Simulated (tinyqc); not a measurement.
Gate sweep: gated graphene: carriers, quantum capacitance and optical conductivity.

Cones E = +/- hv |k|, four flavours, D(E) = 2|E|/(pi hv^2). n = (2/pi)(kT/hv)^2 F_1(mu/kT), p = (2/pi)(kT/hv)^2 F_1(-mu/kT), in 1/angstrom^2 (1e16 for 1/cm^2); F_1(eta) = integral_0^infinity x dx/(1 + exp(x - eta)). Cq/e^2 = d(n - p)/d mu = (2 kT/(pi hv^2)) ln(2 + 2 cosh(mu/kT)).

Gate: V = mu/e + e (n - p)/Cox with Cox/e^2 = k/(4 pi e2 t), t in angstrom, e2 = e^2/(4 pi eps0); 1/(eV angstrom^2) in C/e^2 equals 1602.176634 microfarad/cm^2; total 1/C = 1/Cox + 1/Cq.

Constants: kB = 8.617333262e-05 eV/K; e^2/(4 pi eps0) = 14.39964547 eV angstrom.

Parameters, chosen for this exercise (Fermi velocity near that of graphene, gate dielectric near SiO2; not measured data):

| symbol | value | unit | meaning |
|---|---|---|---|
| hv | 6.25 | eV angstrom | hbar vF |
| T | 300 | K |  |
| k | 4 |  | dielectric constant of the gate layer |
| t | 90 | nm | its thickness |

Results:

| V (V) | mu (eV) | n - p (1/cm^2) | n + p (1/cm^2) | Cq (microfarad/cm^2) | C/Cox | Cox V/e (1/cm^2) |
|---|---|---|---|---|---|---|
| 0 | 0.0000 | 0 | 1.79e+11 | 0.936 | 0.960 | 0 |
| 0.14 | 0.0056 | 3.30e+10 | 1.82e+11 | 0.944 | 0.960 | 3.44e+10 |
| 0.37 | 0.0147 | 8.73e+10 | 1.97e+11 | 0.989 | 0.962 | 9.09e+10 |
| 0.94 | 0.0345 | 2.22e+11 | 2.76e+11 | 1.22 | 0.969 | 2.31e+11 |
| 1.9 | 0.0600 | 4.52e+11 | 4.73e+11 | 1.69 | 0.977 | 4.67e+11 |
| 3.3 | 0.0870 | 7.89e+11 | 7.97e+11 | 2.32 | 0.983 | 8.11e+11 |
| 4.7 | 0.1081 | 1.13e+12 | 1.13e+12 | 2.84 | 0.986 | 1.15e+12 |
| 7.0 | 0.1360 | 1.69e+12 | 1.69e+12 | 3.56 | 0.989 | 1.72e+12 |
| 10 | 0.1657 | 2.42e+12 | 2.42e+12 | 4.33 | 0.991 | 2.46e+12 |

At neutrality n + p = 1.79e+11 1/cm^2 of thermal carriers remain and C/Cox = 0.960; at the last row C/Cox = 0.991 and the plain capacitor rule overstates n - p by 1.7 %. Between the last two rows mu goes as V^0.55; for |mu| well above kT the limits are 1/2 where Cox is small against Cq and 1 where it is large.

Run: tinyqc, `OMP_NUM_THREADS=1 python tinyqc.py 1650191 1650192 out.jsonl`; Intel(R) Xeon(R) Processor @ 2.30GHz, one thread, shared host; about 0.01 s of CPU time with all checks.
